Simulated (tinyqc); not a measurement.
Small-signal admittance of a forward-biased p+-n diode: one step of the calculation.

Holes injected into a neutral base of width wb with an ohmic contact at its end; low injection, p0 far above the equilibrium density. A small voltage v exp(i w t), w = 2 pi f, modulates the edge density by p0 v/Vt, and the small-signal density obeys Dp d2p/dx2 = (1/tau + i w) p.

Question. Closed-form admittance. L = sqrt(Dp tau); direct current J = (q Dp p0/L) coth(wb/L); k = sqrt(1 + i w tau)/L; diffusion admittance Y = (q Dp p0/Vt) k coth(k wb) = G + i w C_diff; junction capacitance C_j = sqrt(q eps0 eps_r Nd/(2 Vr)) in the depletion approximation, with the remaining barrier Vr = Vt ln(Na/p0), a rough value under forward bias; base-width modulation is left out.

Parameters, values chosen for the exercise; permittivity close to that of silicon:
```
symbol   value    unit                                   meaning
T          300       K                               temperature
eps_r     11.7                             relative permittivity
Nd      1.8e17   cm^-3                 donor density of the base
Dp         5.3  cm^2/s                hole diffusion coefficient
tau       4e-9       s                             hole lifetime
wb         5.1      um                 width of the neutral base
p0      2.9e15   cm^-3  excess hole density at the junction edge
Na        3e19   cm^-3           acceptor density of the p+ side
f        1.4e6      Hz                          signal frequency
```

Constants: q = 1.602176634e-19 C, kB = 1.380649e-23 J/K, Vt = kB T/q, eps0 = 8.8541878128e-14 F/cm where lengths are in cm. Results are converted to the units shown.

Wanted: L; J; k wb; Y; C_diff; C_j.

Answer.

L = 1.456 um
J = 16.94 A/cm^2
k wb = 3.503+0.062i
Y = 655.5+11.4i S/cm^2
C_diff = 1.294 uF/cm^2
C_j = 0.2500 uF/cm^2

G is 1.00 times its low-frequency value J/Vt, and C_diff is 5.18 times C_j.

Program tinyqc, `OMP_NUM_THREADS=1 python tinyqc.py 2890222 2890223 out.jsonl`; Intel Xeon 2.30GHz, shared host, one thread, about 0.01 s.
